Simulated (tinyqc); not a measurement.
Hopping conduction between localised states. Changing the density of states g_0. Computed by tinyqc, a small Python program. Command: `OMP_NUM_THREADS=1 python tinyqc.py 3007692 3007693 out.jsonl hop sweep`. One thread of a shared host (Intel(R) Xeon(R) Processor @ 2.30GHz), about 0.01 s of CPU time with the checks.

Energies are counted from the Fermi level. A small network shows the mechanism; the laws of an infinite system follow.

Inputs (values chosen for the exercise, for a model amorphous semiconductor):
```
quantity                                  value  unit
localisation length xi                      0.8    nm
permittivity eps                            6.4     -
activation energy E_a to extended states  0.026    eV
prefactor of activated conduction            16  S/cm
prefactor of hopping                       0.07  S/cm
temperature T                                11     K
```

Dimension: 3D.

Constants: k_B = 8.617333262e-05 eV/K; e^2/(4 pi eps_0) = 14.39964548 eV angstrom.

Method. Mott: T_M = 21.2/(k_B g_0 xi^3), exponent (T_M/T)^(1/4), mean hop r = (3/8) xi times the exponent. Efros-Shklovskii: T_ES = 2.8 e^2/(4 pi eps eps_0 k_B xi), exponent (T_ES/T)^(1/2). Coulomb gap width g_0^(1/2) (e^2/(4 pi eps eps_0))^(3/2). The numerical coefficients come from percolation theory and are given. sigma = s_1 exp(-E_a/k_B T) + s_2 exp(-larger of the two exponents); reduced activation energy w = d ln(sigma)/d ln(T) by a central difference of +/- 1 %.

One run for each value:
```
density of states g_0 (1/(eV cm^3))  hopping part (S/cm)  Mott exponent  Efros-Shklovskii exponent  Coulomb gap (meV)
2.10e+18                                       3.278e-31          67.53                      28.82                4.9
5.60e+18                                       7.826e-25          52.85                      28.82                8.0
1.50e+19                                       8.026e-20          41.31                      28.82               13.1
3.90e+19                                       5.208e-16          32.53                      28.82               21.1
1.00e+20                                       2.126e-14          25.71                      28.82               33.7
2.70e+20                                       2.126e-14          20.06                      28.82               55.5
7.30e+20                                       2.126e-14          15.64                      28.82               91.2
1.90e+21                                       2.126e-14          12.31                      28.82              147.1
```

Describe and explain the trends.

Over the rows, hopping part (S/cm) rises from 3.28e-31 to 2.13e-14, flat over part of the range; Mott exponent falls from 67.5 to 12.3 (exponent d ln y / d ln x about -0.25 throughout); Efros-Shklovskii exponent does not change. The limiting law is Mott from 2.10e18 to 3.90e19, Efros-Shklovskii from 1.00e20 to 1.90e21. T_ES does not depend on g_0, since the states inside the Coulomb gap are fixed by the interaction alone.
